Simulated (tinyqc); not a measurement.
# Changing the hydrogen pressure p

Model: hydrogen passivation of interface dangling bonds: competing passivation and dissociation with distributed barriers. Computed by tinyqc, a small Python program. Command: `OMP_NUM_THREADS=1 python tinyqc.py 3018887 3018888 out.jsonl passiv sweep`. One thread of a shared host (Intel(R) Xeon(R) Processor @ 2.30GHz), about 0.1 s of CPU time with the checks.

P_b + H2 gives P_bH + H at the rate k_f [H2]; P_bH gives P_b + H at the rate k_d. All defects start unpassivated. E_f and E_d are Gaussian and independent.

Inputs (values chosen for the exercise, close to those used for P_b centres at the silicon-oxide interface): defect density N0 = 6.4e+11 1/cm^2; passivation prefactor k_f0 = 3.9e-07 cm^3/s; mean passivation barrier E_f = 1.64 eV; spread sigma_f = 0.077 eV; dissociation prefactor k_d0 = 1e+12 1/s; mean dissociation barrier E_d = 2.72 eV; spread sigma_d = 0.076 eV; H2 in the oxide per atm, solubility factor = 1.3e+18 1/(cm^3 atm); anneal temperature T = 625 C; anneal time t = 3000 s; oxide thickness = 4.8 nm.

Constants: k_B = 8.617333262e-05 eV/K; e = 1.602176634e-19 C; eps_0 = 8.8541878128e-12 F/m.

Method:
- [H2] = solubility factor x p; a = k_f0 [H2] exp(-E_f/(k_B T)), d = k_d0 exp(-E_d/(k_B T)). For one pair of barriers the active share is y = [d + a exp(-(a + d) t)]/(a + d).
- Temperatures in kelvin are T(C) + 273.15.
- Average y over both Gaussians with 40 x 40 Gauss-Hermite points.
- Active density N0 y; threshold shift if each active defect holds one charge, e N0 y t_ox/(3.9 eps_0).
- Minimise the averaged y over T between 150 and 900 C: find where ln y is equal at T - 0.05 and T + 0.05 C; T is rounded to 0.1 C.

One run for each value:
```
hydrogen pressure p (atm)  active share y  best temperature (C)  least active share
0.003                          1.5051e-03                 517.4          3.4603e-04
0.009                          5.0506e-04                 499.7          8.4495e-05
0.03                           1.5189e-04                 480.6          1.7850e-05
0.09                           5.0666e-05                 463.7          4.3021e-06
0.3                            1.5203e-05                 445.7          9.0265e-07
0.9                            5.0682e-06                 429.9          2.1706e-07
3                              1.5205e-06                 413.3          4.5528e-08
9                              5.0683e-07                 398.8          1.0966e-08
30                             1.5205e-07                 383.5          2.3054e-09
```

Over the rows, active share y falls from 0.00151 to 1.52e-7 (exponent d ln y / d ln x about -1.00 throughout); best temperature (C) falls from 517 to 384 (exponent d ln y / d ln x about -0.033 throughout); least active share falls from 3.46e-4 to 2.31e-9 (exponent d ln y / d ln x about -1.3 throughout). The exponent of active share y stays between -1.00 and -0.99, near -1: steady balance d/a. High pressure speeds passivation and shifts the balance, the reason for high-pressure anneals.

Caution (all rows): densities below a few 1e9 per cm^2 are formal: other defects set the floor in real interfaces. Caution (all rows): a least active share below 1e-3 is a property of the model; measured passivation levels off well above it. Caution (all rows): atomic hydrogen, which both passivates and depassivates, and further passivation during cooling are left out.

Extremes, crossings and ranges named in words are read from the listed rows.
